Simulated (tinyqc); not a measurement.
Hydrogenic impurity: series, fields, screening, photoionisation and donor-acceptor pairs: one step, computed by the program tinyqc.

One isotropic, parabolic band. Effective units: Ry* and a*, in which H = -nabla^2 - 2/r.

Task: Effective units and the series. Ry* = Ry m/eps^2, a* = a_0 eps/m; level n is bound by Ry*/n^2; <r> = (3/2) a* in 1s; lines 1s -> np at Ry* (1 - 1/n^2); 1 THz = 4.135667696 meV.

Inputs (values chosen for the exercise, modelled on ZnSe): electron mass m = 0.154 m_0; dielectric constant eps = 8.98.

Parts treated: magnetic field and screening.

Constants: Ry = 13.605693123 eV; a_0 = 0.529177210903 angstrom; h x 1 THz = 4.135667696 meV.

Give: Ry*; a*; <r> of 1s; Series.

Result:

Ry* = 25.983 meV

a* = 30.857 angstrom

<r> of 1s = 46.286 angstrom

Series:

| n | binding (meV) | line from 1s (meV) | line (THz) |
|---|---|---|---|
| 2 | 6.4957 | 19.487 | 4.7120 |
| 3 | 2.8870 | 23.096 | 5.5846 |
| 4 | 1.6239 | 24.359 | 5.8900 |
| 5 | 1.0393 | 24.944 | 6.0313 |
